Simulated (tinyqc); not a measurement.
Fermi level and growth conditions: formation energy of a charged point defect from supercell energies. Computed by tinyqc, a small Python program. Command: `OMP_NUM_THREADS=1 python tinyqc.py 3026393 3026394 out.jsonl formation walk`. One thread of a shared host (Intel(R) Xeon(R) Processor @ 2.30GHz), about 0.01 s of CPU time with the checks.

The host is a compound AB. Making the defect adds n_A = -1, n_B = 0, n_X = 1 atoms to the cell. All total energies are inputs. E_F is counted from the valence-band maximum (VBM); x = 0 is A-rich and x = 1 B-rich growth.

Inputs (values chosen for the exercise, with gap and screening modelled on CdTe):
```
quantity                      value      unit
gap E_g                        1.51        eV
E_VBM of the host cell        1.611        eV
potential alignment dV         0.11        eV
dielectric constant eps          10         -
cell length L                  21.2  angstrom
mu_A of the pure element     -4.984        eV
formation enthalpy dH of AB  -0.711        eV
growth condition x             0.65         -
mu_X of the pure element      -1.47        eV
formation enthalpy of XB       -1.6        eV
```

Defect: impurity X on an A site. Supercell lattice: bcc.

charge states q: 0  -1  -2  -3

E(defect, q) - E(host), in the order of q (eV): 5.659  7.776  10.005  12.232

Constants: e^2/(4 pi eps_0) = 14.39964548 eV angstrom.

Method:
- dmu_A = x dH and dmu_B = (1 - x) dH, so that dmu_A + dmu_B = dH; mu = mu(element) + dmu. The impurity is held at its solubility limit: dmu_X = min(0, dH(XB) - dmu_B).
- The reservoir term is sum n_i mu_i.
- Image-charge correction of a point charge in a neutralising background: E_corr = q^2 alpha e^2/(4 pi eps_0) / (2 eps L), alpha = 2.888462 for a bcc array with L the cube root of the volume.
- E_f(q, E_F) = [E(defect, q) - E(host)] - sum n_i mu_i + q (E_VBM + dV + E_F) + E_corr(q).
- Each entry is the lowest E_f over q.

E_f(q, 0) (eV): (q=0) 3.03400, (q=-1) 3.52810, (q=-2) 4.33039, (q=-3) 5.32687

sum n_i mu_i = 2.625 eV

Lowest formation energy (eV):
```
E_F (eV)  stable q  A-rich, x = 0  x = 0.5  B-rich, x = 1
0.000            0         3.0340   3.0340         3.0340
0.189            0         3.0340   3.0340         3.0340
0.378            0         3.0340   3.0340         3.0340
0.566           -1         2.9621   2.9621         2.9621
0.755           -1         2.7731   2.7731         2.7731
0.944           -2         2.4424   2.4424         2.4424
1.132           -3         1.9309   1.9309         1.9309
1.321           -3         1.3639   1.3639         1.3639
1.510           -3         0.7969   0.7969         0.7969
```

What follows from these numbers?

The lines end where they began between A-rich and B-rich growth, because the cap on mu_X moves with the host potential. The slope of the envelope is the stable charge, so E_f is highest in the rows from E_F = 0 to 0.378 eV, where the neutral state is stable: the defect forms most easily in n-type material. Caution: the largest image-charge correction in these energies, q^2 alpha e^2/(8 pi eps_0 eps L) with alpha = 2.888462, exceeds a quarter of the gap; the point-charge term alone is then a rough estimate, usually too large for a charge that is spread out.

Extremes, crossings and ranges named in words are read from the listed rows.
